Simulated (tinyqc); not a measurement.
From results back to parameters: donor-acceptor pair recombination. Five cases, with inputs chosen for the exercise.

Problem. The lines of two shells were computed from hidden eps and ED + EA.

h nu = Eg - ED - EA + q/(eps R), q = e^2/(4 pi eps0); shell j lies at R = a_lat sqrt(j/2) for the same sublattice and a_lat sqrt(j/2 - 5/16) for opposite ones (on the same sublattice shells 14, 30, 46, 56, 62, ... are empty, where 2j has the form 4^a (8b + 7)); rate W = W0 exp(-2R/aD) with the donor radius aD = q/(2 eps ED). Polarisation and overlap terms, which matter for close pairs, are left out.

Constants: e^2/(4 pi eps0) = 14.39964547 eV angstrom.

Case 1.

Values chosen (near those of impurities in cubic GaN; the results hold for these values, not for the real material): a_lat = 4.5 angstrom (lattice constant); Eg = 3.327 eV (gap); kind = same (sublattices of donor and acceptor); j12 = (325, 3944) (two shells).

h nu (eV): 3.203292  3.184048

Case 2.

Values chosen (near those of impurities in InP; the results hold for these values, not for the real material): a_lat = 5.869 angstrom (lattice constant); Eg = 1.413 eV (gap); kind = same (sublattices of donor and acceptor); j12 = (1178, 6667) (two shells).

h nu (eV): 1.366160  1.361546

Case 3.

Values chosen (near those of impurities in cubic GaN; the results hold for these values, not for the real material): a_lat = 4.5 angstrom (lattice constant); Eg = 3.29 eV (gap); kind = opposite (sublattices of donor and acceptor); j12 = (1141, 1542) (two shells).

h nu (eV): 3.146356  3.144362

Case 4.

Values chosen (near those of impurities in GaAs; the results hold for these values, not for the real material): a_lat = 5.653 angstrom (lattice constant); Eg = 1.529 eV (gap); kind = opposite (sublattices of donor and acceptor); j12 = (3772, 19160) (two shells).

h nu (eV): 1.500619  1.498049

Case 5.

Values chosen (near those of impurities in Si; the results hold for these values, not for the real material): a_lat = 5.431 angstrom (lattice constant); Eg = 1.16 eV (gap); kind = same (sublattices of donor and acceptor); j12 = (132, 475) (two shells).

h nu (eV): 1.096479  1.083060

Find: R; eps; ED + EA.

Solution. h nu against 1/R is a line of slope q/eps and intercept Eg - ED - EA.

Case 1.

R (angstrom): 57.36  199.83

eps = 9.3
ED + EA = 151 meV

Case 2.

R (angstrom): 142.44  338.86

eps = 12.7
ED + EA = 55 meV

Case 3.

R (angstrom): 107.45  124.93

eps = 9.4
ED + EA = 158 meV

Case 4.

R (angstrom): 245.48  553.29

eps = 12.7
ED + EA = 33 meV

Case 5.

R (angstrom): 44.12  83.70

eps = 11.5
ED + EA = 92 meV

Computed by tinyqc, one run a case: `OMP_NUM_THREADS=1 python tinyqc.py N N+1 out.jsonl` with N = 1250326, 1250363, 1250489, 1250594, 1250862; one thread of a shared Intel(R) Xeon(R) Processor @ 2.30GHz, about 0.05 s a run at most.
